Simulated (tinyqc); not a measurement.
Active against total: solid solubility of a dopant against its melt (retrograde solidus), clustering and the electrically active fraction. Computed by tinyqc, a small Python program. Command: `OMP_NUM_THREADS=1 python tinyqc.py 3024245 3024246 out.jsonl retro walk`. One thread of a shared host (Intel(R) Xeon(R) Processor @ 2.30GHz), about 0.01 s of CPU time with the checks.

Inputs (values chosen for the exercise, for a model dopant):

| quantity | value | unit |
|---|---|---|
| atoms per cluster m | 3 | - |
| cluster scale N* at 1273 K | 1.7e+20 | 1/cm^3 |
| activation energy E_b of the cluster scale | 0.38 | eV |
| anneal temperature T_a | 1275 | K |
| prefactor of n_i | 3.82e+16 | 1/(cm^3 K^1.5) |
| energy E_i in n_i | 0.609 | eV |

Clustering: clusters that take up free electrons.

Constants: k_B = 8.617333262e-05 eV/K.

Method. A highly soluble donor (another dopant than that of the solidus) is limited by clustering. Donors N_a are active, and clusters hold m atoms each: N_t = N_a + m C, m C = N* (N_a/N*)^m (n/N*)^m, each atom taking one electron, n = N_a/2 + sqrt(N_a^2/4 + n_i^2), n_i = prefactor x T^1.5 exp(-E_i/(k_B T)), with N*(T) = N*(1273 K) exp[-(E_b/k_B)(1/T - 1/1273)].

Active density (1/cm^3):

| N_t (1/cm^3) | N_a at T_a | fraction | N_a at T_a + 150 K | N_a at T_a - 150 K |
|---|---|---|---|---|
| 1.00e+19 | 1.0000e+19 | 1.00000 | 1.0000e+19 | 9.9999e+18 |
| 3.00e+19 | 2.9994e+19 | 0.99981 | 2.9999e+19 | 2.9949e+19 |
| 1.00e+20 | 9.4912e+19 | 0.94912 | 9.8895e+19 | 8.0801e+19 |
| 2.00e+20 | 1.4242e+20 | 0.71208 | 1.7133e+20 | 1.0542e+20 |
| 5.00e+20 | 1.8876e+20 | 0.37752 | 2.4676e+20 | 1.3222e+20 |
| 1.00e+21 | 2.2003e+20 | 0.22003 | 2.9296e+20 | 1.5198e+20 |
| 2.00e+21 | 2.5174e+20 | 0.12587 | 3.3792e+20 | 1.7273e+20 |
| 5.00e+21 | 2.9691e+20 | 0.05938 | 4.0050e+20 | 2.0288e+20 |

What follows from these numbers?

The exponent d ln N_a/d ln N_t falls from 1.00 to 0.18, towards 1/(2m) = 0.167. At the highest dose a 150 K hotter anneal gives 1.35 times the active density, and a later step 150 K cooler would cut it to 0.68 if it ran to equilibrium: short hot anneals come last.

Extremes, crossings and ranges named in words are read from the listed rows.
